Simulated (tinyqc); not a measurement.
# Precursor delivery and alloy composition in metal-organic vapour-phase epitaxy, step by step

A worked calculation. Computed by tinyqc, a small Python program that keeps every step. Command: `OMP_NUM_THREADS=1 python tinyqc.py 3020123 3020124 out.jsonl movpe walk`. One thread of a shared host (Intel(R) Xeon(R) Processor @ 2.30GHz), about 0.01 s of CPU time with the checks. Intermediate numbers are printed to about 6 digits and carried at full precision; extremes and crossings named in words are read from the listed rows.

Carrier gas leaves each bubbler saturated. Group-III species cross a boundary layer and react at the surface; element 2 can also desorb. The film is (1)_(1-x) (2)_x V with a zinc-blende cell.

Inputs (values chosen for the exercise, close to those used for InGaAs from TMGa and TMIn):

| quantity | value | unit |
|---|---|---|
| source 1: a in log10(p/torr) = a - b/T | 8.07 | - |
| source 1: b | 1703 | K |
| source 1: bath temperature | 2 | C |
| source 1: carrier flow | 22 | sccm |
| source 2: a | 10.52 | - |
| source 2: b | 3014 | K |
| source 2: bath temperature | 18 | C |
| source 2: carrier flow | 250 | sccm |
| bubbler pressure p_b | 760 | torr |
| group-V hydride flow | 130 | sccm |
| total flow | 11 | slm |
| reactor pressure p | 200 | torr |
| diffusivity D0 at 273.15 K and 760 torr | 0.31 | cm^2/s |
| boundary layer delta | 1.3 | cm |
| prefactor of the surface rate k_s | 7.5e+13 | cm/s |
| energy of k_s | 1.98 | eV |
| prefactor of the loss of element 2 | 2.7e+16 | layers/s |
| energy of the loss | 3.21 | eV |
| lattice constant a | 5.75 | angstrom |
| growth temperature T | 680 | C |

Constants: k_B = 1.380649e-23 J/K; k_B = 8.617333262e-05 eV/K.

## Molar flows

Temperatures in kelvin are T(C) + 273.15. Vapour pressure p_v = 10^(a - b/T); precursor flow = carrier flow x p_v/(p_b - p_v); 1 sccm = 44.615 micromol/min; V/III = hydride flow over the sum of both; gas share x_g = F2/(F1 + F2).

vapour pressures (torr): source 1 75.9712, source 2 1.47214

molar flows (micromol/min): F1 109.013, F2 21.6470

V/III ratio = 44.3897

gas share x_g = 0.165674

The slope of F2 with the temperature of bath 2 is b ln(10)/T^2 x p_b/(p_b - p_v) = 8.2 % per kelvin.

## Transport to the surface

Partial pressure p_i = p F_i/(44615 x total flow in slm); density n_i = p_i/(k_B T), 1 torr = 133.322 Pa; D = D0 (T/273.15)^1.75 (760/p), h = D/delta, the same for both; k_s = prefactor x exp(-energy/(k_B T)); arrival J_i = n_i/(1/h + 1/k_s); in layers per second g_i = J_i a^2/2 (two group-III sites per a^2 on (001)).

densities (1/cm^3): n1 4.50082e+14, n2 8.93739e+13

h = 8.07295 cm/s

k_s = 2545.75 cm/s

arrival rates (layers/s): g1 5.98762, g2 1.18898

Growth is transport-limited.

## Composition and growth rate

Loss of element 2 is r x with r = prefactor x exp(-energy/(k_B T)). Then x = (g2 - r x)/(g1 + g2 - r x), or r x^2 - (g1 + g2 + r) x + g2 = 0, smaller root; growth rate G = g1/(1 - x) layers/s; one layer is a/2 thick, 1 angstrom/s = 0.36 um/h. Distribution coefficient = [x/(1 - x)]/[x_g/(1 - x_g)], x_g = g2/(g1 + g2).

loss rate r = 0.287407 layers/s

solid share x = 0.160284

growth rate G = 7.38010 um/h

distribution coefficient = 0.961255

3.9 % of element 2 is lost again. Caution: the lattice constant is held fixed as x changes, delta does not respond to the flow, both precursors share one D and k_s, and gas-phase side reactions are left out.

## Three regimes over temperature

The formulas are those given above.

Growth:

| T (C) | k_s/h | r (layers/s) | x | G (um/h) |
|---|---|---|---|---|
| 450 | 2.39272e-01 | 1.14875e-06 | 0.165674 | 1.16953 |
| 500 | 1.66138e+00 | 3.21351e-05 | 0.165673 | 3.97578 |
| 550 | 9.05360e+00 | 5.99755e-04 | 0.165660 | 6.01125 |
| 600 | 4.03827e+01 | 8.00579e-03 | 0.165506 | 6.80720 |
| 650 | 1.52358e+02 | 8.07091e-02 | 0.164089 | 7.21359 |
| 700 | 4.99073e+02 | 6.41683e-01 | 0.154206 | 7.45074 |
| 750 | 1.44940e+03 | 4.16596e+00 | 0.111344 | 7.37259 |
| 800 | 3.79608e+03 | 2.27200e+01 | 0.044053 | 7.10633 |
| 850 | 9.09234e+03 | 1.06539e+02 | 0.011893 | 7.11501 |

G peaks at 700 C among these rows. Between the first rows the apparent energy is 1.18 eV, against 1.98 eV for k_s, as control is already mixed; k_s passes h between 450 and 500 C, well above which G depends weakly on T until desorption sets in. Among these rows x stays within 2 % of x_g up to 650 C and then falls, to 0.012 in the last row, as element 2 desorbs. Caution: in these rows, too, a is fixed and both precursors share one D and k_s.

Checks made by the program: balance of element 2 (relative difference below 1e-10).
